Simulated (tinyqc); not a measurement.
Junction parameters from two forward currents.

Question. D(v) = J1 (exp(v/Vt) - 1) + J2 (exp(v/(2 Vt)) - 1). Find J1, J2 and the voltage 2 Vt ln(J2/J1) near which both parts are equal.

Parameters, values chosen for the exercise:
- T = 398 K (temperature)

Constants: q = 1.602176634e-19 C, kB = 1.380649e-23 J/K, Vt = kB T/q. Results are converted to the units shown.

junction voltages (V): 0.25  0.7
currents (uA/um): 1.0340643e-7  0.0014619435

Answer. The current is linear in J1 and J2, so two points give two equations.

J1 = 1.90e-12 uA/um
J2 = 2.70e-9 uA/um
crossover = 0.498 V

Program tinyqc, `OMP_NUM_THREADS=1 python tinyqc.py 2182053 2182054 out.jsonl`; Intel Xeon 2.30GHz, shared host, one thread, about 0.2 s.
